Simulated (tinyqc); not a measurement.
Inside a calculation. Model: scattering of inversion-layer electrons by surface optical phonons of the gate insulator (remote phonon scattering). Computed by tinyqc, a small Python program that keeps every step. Command: `OMP_NUM_THREADS=1 python tinyqc.py 3113176 3113177 out.jsonl sophonon walk`. One thread of a shared host (Intel(R) Xeon(R) Processor @ 2.30GHz), about 0.02 s of CPU time with the checks. Intermediate numbers are printed to about 7 digits and carried at full precision; extremes and crossings named in words are read from the listed rows.

One subband with the Fang-Howard envelope; insulator and channel are half-spaces, the gate is far away, and an interlayer only moves the polar surface away by t (its own modes and its permittivity contrast are left out).

Inputs (values chosen for the exercise, modelled on HfO2 on silicon): static constant of the insulator eps_0s = 22.1; intermediate constant eps_i = 6.69; optical constant eps_inf = 5.11; hbar omega_TO1 = 12.5 meV; hbar omega_TO2 = 49.5 meV; constant of the channel eps_s = 11.7; in-plane mass m = 0.195 m_0; valleys g_v = 2; sheet density n = 6e+12 1/cm^2; mean distance of the electrons z0 = 3/b = 2.2 nm; interlayer thickness t = 0 nm; temperature T = 150 K; electron energy E = 22 meV; mobility from other processes = 230 cm^2/(V s).

Screening by the channel electrons: static.

Constants: k_B = 8.617333262e-05 eV/K; hbar^2/(2 m_0) = 3.80998212 eV angstrom^2; e^2/(4 pi eps_0) = 14.39964548 eV angstrom; hbar = 6.582119569e-16 eV s; e = 1.602176634e-19 C; m_0 = 9.1093837015e-31 kg.

## Surface modes and strengths

eps(w) = eps_inf + (eps_0s - eps_i) w1^2/(w1^2 - w^2) + (eps_i - eps_inf) w2^2/(w2^2 - w^2). Surface modes solve eps(w) + eps_s = 0, a quadratic in w^2; the strength of a mode is g = 2/(w d eps/dw). Occupation N = 1/(exp(hbar w/(k_B T)) - 1).

hbar omega_SO (meV): 1 16.90303, 2 51.90691

strengths g: 1 0.02422392, 2 0.00567868

occupations N: 1 0.3707036, 2 0.0183614

hbar omega g (2 N + 1) (meV): 1 0.7130324, 2 0.3055873

The lower mode has the larger hbar omega g N, the prefactor of absorption before the dependence on q: 0.152 and 0.00541 meV.

## The electron gas

Density of states D = g_v m/(pi hbar^2); eta = E_F/(k_B T) = ln(exp(n/(D k_B T)) - 1); screening wave number q_s = e^2 D/(2 eps_0 eps_avg) x 1/(1 + exp(-eta)), eps_avg = (eps_s + eps_inf)/2; b = 3/z0.

D = 1.629153e+14 1/(eV cm^2)

eta = 2.789583

q_s = 1.652181 1/nm

b = 1.363636 1/nm

## Squared matrix elements

For a mode of strength g, without the occupation factor, Area x |M(q)|^2 = e^2 hbar w g/(2 eps_0 q) x (b/(b + q))^6 exp(-2 q t) / (1 + (q_s/q) H(q))^2, H = (1 + 9 x/8 + 3 x^2/8)/(1 + x)^3, x = q/b.

Area x |M|^2 (meV^2 nm^2):
```
q (1/nm)  (b/(b + q))^6  exp(-2 q t)    mode 1    mode 2
0.05          0.8056848            1   58.6677   42.2341
0.10          0.6540219            1  100.9694   72.6865
0.20          0.4399232            1  147.7094  106.3339
0.30          0.3032781            1  159.9650  115.1565
0.50          0.1534703            1  135.7930   97.7555
0.80          0.0626738            1   78.3212   56.3824
1.20          0.0226492            1   32.2473   23.2144
```

## Rates at the energy E

Approximate momentum relaxation rate, taking tau v alike in the initial and final states: 1/tau = (m/(2 pi hbar^3)) sum over modes and over absorption (N, E' = E + hbar w) and emission (N + 1, E' = E - hbar w > 0) of [(1 - f(E'))/(1 - f(E))] int_0^(2 pi) Area |M(q)|^2 (1 - cos theta) d theta, q^2 = k^2 + k'^2 - 2 k k' cos theta, f the Fermi function; 48 midpoints in theta from 0 to pi.

rates (1/ps): mode 1 absorption 0.3238623, mode 1 emission 0.2567041, mode 2 absorption 0.0148249, mode 2 emission 0.0000000

tau at E = 1679.568 fs

## Mobility

mu = (e/m) int tau E f (1 - f) dE/(k_B T int f dE), by 300 midpoints from 0 to (max(eta, 0) + 14) k_B T; Matthiessen sum with the other processes.

remote-phonon mobility = 21621.35 cm^2/(V s)

total mobility = 227.5791 cm^2/(V s)

loss of mobility = 1.052567 %

Caution: a relaxation time is only an approximation for inelastic scattering, and static or no screening brackets the true dynamic screening only roughly.

## What an interlayer buys

The formulas are those given above.

Against the interlayer thickness:
```
t (nm)  remote-phonon mobility (cm^2/(V s))  total (cm^2/(V s))
0.0                                 21621.3            227.5791
0.3                                 33899.6            228.4500
0.6                                 52437.7            228.9956
1.0                                 91518.6            229.4234
1.5                                175497.3            229.6990
2.0                                319057.5            229.8343
3.0                                903759.2            229.9415
```

1 nm of interlayer raises the remote-phonon mobility by a factor 4.23, as exp(2 q t) with an effective q of 0.72 per nm; between 2 and 3 nm the effective q is 0.52. The total goes from 228 to 229 over the first nanometre.

Checks made by the program: sum of strengths against 1/(eps_s + eps_inf) - 1/(eps_s + eps_0s) (relative difference below 1e-10).
